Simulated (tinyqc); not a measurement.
Shallow acceptor in the spherical model (Baldereschi-Lipari), strong spin-orbit limit. Changing the Luttinger gamma_1. Computed by tinyqc, a small Python program. Command: `OMP_NUM_THREADS=1 python tinyqc.py 3008978 3008979 out.jsonl acceptor sweep`. One thread of a shared host (Intel(R) Xeon(R) Processor @ 2.30GHz), about 0.02 s of CPU time with the checks.

The 1S(3/2) state has an s envelope f(r) and a d envelope g(r). In effective units they obey -(f'' + 2f'/r + 2f/r) + mu (g'' + 5g'/r + 3g/r^2) = E f and -(g'' + 2g'/r - 6g/r^2 + 2g/r) + mu (f'' - f'/r) = E g. The cubic term, the split-off band and the central cell are left out.

Inputs (values chosen for the exercise, modelled on GaP):

| quantity | value | unit |
|---|---|---|
| Luttinger gamma_2 | 0.496 | - |
| Luttinger gamma_3 | 1.23 | - |
| dielectric constant eps | 11 | - |
| spin-orbit gap Delta_so | 80.2 | meV |

Constants: Ry = 13.605693123 eV; a_0 = 0.529177210903 angstrom.

Method:
- Ry* = Ry/(gamma_1 eps^2), a* = a_0 eps gamma_1, mu = (6 gamma_3 + 4 gamma_2)/(5 gamma_1), delta = (gamma_3 - gamma_2)/gamma_1; spherical masses 1/(gamma_1 (1 - mu)) (heavy) and 1/(gamma_1 (1 + mu)) (light).
- Basis: f_i = exp(-zeta_i r), g_i = r exp(-zeta_i r), weight r^2 dr, s = zeta_i + zeta_j. S_ff = 2/s^3, H_ff = zeta_i zeta_j S_ff - 2/s^2; S_gg = 24/s^5, H_gg = 8/s^3 + 24 zeta_i zeta_j/s^5 - 12/s^4; H(f_i, g_j) = mu (6 zeta_i^2/s^4 + 2 zeta_i/s^3); S_fg = 0. Each function is normalised by sqrt(S_ii).
- Large basis: zeta_i = 0.08 x 1.55^(i-1), i = 1..20 in each channel; overlap eigenvalues below 1e-11 are dropped.
- Binding energies are -E Ry*; the mass that fits is E(1S) eps^2/Ry.

One run for each value:

| Luttinger gamma_1 | 1S(3/2) binding energy (meV) | d weight of 1S(3/2) | mu | Ry* (meV) |
|---|---|---|---|---|
| 2.04 | 315.95 | 0.40625 | 0.91804 | 55.119 |
| 2.56 | 88.99 | 0.24540 | 0.73156 | 43.923 |
| 4.04 | 34.66 | 0.09387 | 0.46356 | 27.833 |
| 5.08 | 25.26 | 0.05867 | 0.36866 | 22.135 |
| 6.38 | 19.12 | 0.03692 | 0.29354 | 17.624 |
| 8.02 | 14.75 | 0.02326 | 0.23352 | 14.020 |
| 10.10 | 11.49 | 0.01462 | 0.18543 | 11.133 |

Give the missing row, Luttinger gamma_1 = 3.21.

Computed row:
```
Luttinger gamma_1  1S(3/2) binding energy (meV)  d weight of 1S(3/2)       mu  Ry* (meV)
3.21                                      51.20              0.15153  0.58343     35.029
```

Interpolating between the two neighbouring rows (linearly) misses most in 1S(3/2) binding energy (meV), by 27 %. Over the rows, 1S(3/2) binding energy (meV) falls from 316 to 11.5 (exponent d ln y / d ln x -5.6 between the first rows and -1.1 between the last); d weight of 1S(3/2) falls from 0.406 to 0.0146 (exponent d ln y / d ln x -2.2 between the first rows and -2.0 between the last); mu falls from 0.918 to 0.185 (exponent d ln y / d ln x about -1.0 throughout).

Caution (rows 2.04, 2.56, 3.21, 4.04): gamma_3 and gamma_2 differ by more than 0.17 gamma_1: band warping, left out here, adds several per cent to the binding. Caution (rows 2.04, 2.56, 3.21, 4.04, 5.08, 6.38): the binding exceeds a fifth of the spin-orbit gap Delta_so, so the split-off band, left out, matters. Caution (rows 2.04, 2.56): the orbit is only a few bond lengths wide, so central-cell terms matter.
